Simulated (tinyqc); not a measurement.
Which current rules in forward bias: trap-assisted generation and recombination current of an abrupt junction. Computed by tinyqc, a small Python program. Command: `OMP_NUM_THREADS=1 python tinyqc.py 3031151 3031152 out.jsonl junctionleak walk`. One thread of a shared host (Intel(R) Xeon(R) Processor @ 2.30GHz), about 0.01 s of CPU time with the checks.

Depletion approximation, flat quasi-Fermi levels across the depleted layer, long neutral regions with minority lifetimes tau_n and tau_p, full ionisation and Boltzmann statistics. Voltages in exponents stand for e V.

Inputs (values chosen for the exercise, with bands and screening modelled on silicon): gap E_g = 1.12 eV; electron mass m_e = 0.332 m_0; valleys M_c = 6; hole mass m_h = 0.831 m_0; dielectric constant eps = 11.7; acceptor density N_A = 3.4e+17 cm^-3; donor density N_D = 1.6e+17 cm^-3; capture time tau_n = 3.3e-09 s; capture time tau_p = 8.6e-09 s; trap level E_t - E_i = -0.12 eV; electron diffusion coefficient D_n = 6 cm^2/s; hole diffusion coefficient D_p = 11 cm^2/s; temperature T = 250 K.

Field enhancement: none.

Constants: k_B = 8.617333262e-05 eV/K; m_0 = 9.1093837015e-31 kg; k_B = 1.380649e-23 J/K; h = 6.62607015e-34 J s; e = 1.602176634e-19 C; eps_0 = 8.8541878128e-12 F/m.

Method:
- N_c = 2 M_c (2 pi m_e k_B T/h^2)^(3/2) and N_v = 2 (2 pi m_h k_B T/h^2)^(3/2), masses in units of m_0.
- n_i = sqrt(N_c N_v) exp(-E_g/2 k_B T); V_bi = (k_B T/e) ln(N_A N_D/n_i^2); diffusion saturation current J_d0 = e n_i^2 [sqrt(D_n/tau_n)/N_A + sqrt(D_p/tau_p)/N_D].
- W = sqrt(2 eps eps_0 (V_bi - V)(1/N_A + 1/N_D)/e), x_p = W N_D/(N_A + N_D), x_n = W - x_p, peak field F_m = 2 (V_bi - V)/W; reverse bias means V = -V_r.
- Potential from the p edge: phi = (V_bi - V) x^2/(x_p W) on the p side and (V_bi - V)[1 - (W - x)^2/(x_n W)] on the n side; p = N_A exp(-phi/k_B T), n = n_i^2 exp(V/k_B T)/p; U = (n p - n_i^2)/[tau_p (n + n_i exp(dE/k_B T)) + tau_n (p + n_i exp(-dE/k_B T))], dE = E_t - E_i, n1 = n_i exp(dE/k_B T), p1 = n_i exp(-dE/k_B T); J_t = e int U dx by the trapezoid rule on 400 intervals on each side.
- J_d = J_d0 (exp(V/k_B T) - 1). Ideality n = (e/k_B T) dV/d ln J, central difference of 1 mV. The rows stop just below the bias where n = 0.1 p or tau_p n = 0.1 tau_n p at the p edge, or the like at the n edge.

k_B T = 0.0215433 eV

n_i = 9.14802e+07 cm^-3

J_d0 = 4.67856e-16 A/cm^2

Forward characteristic:
```
V (V)  J_t (A/cm^2)  J_d (A/cm^2)  ideality of J_t  ideality of the sum
0.17     1.8853e-08    1.2503e-12           1.3864               1.3863
0.27     3.4954e-07    1.2974e-10           1.7879               1.7874
0.37     4.1993e-06    1.3458e-08           1.9073               1.9018
0.47     4.7722e-05    1.3960e-06           1.9055               1.8577
0.57     5.5406e-04    1.4481e-04           1.8773               1.5885
0.67     6.7994e-03    1.5022e-02           1.8185               1.1631
0.76     7.1730e-02    9.7958e-01           1.7222               1.0295
0.86     1.1151e+00    1.0161e+02           1.7552               1.0047
```

What does the comparison show, and why?

Diffusion overtakes recombination between 0.57 and 0.67 V, and the ideality of the sum goes from 1.39 to 1.00, with a maximum of 1.90 at 0.37 V. The ideality of J_t alone lies between 1.39 and 1.91.

Extremes, crossings and ranges named in words are read from the listed rows.
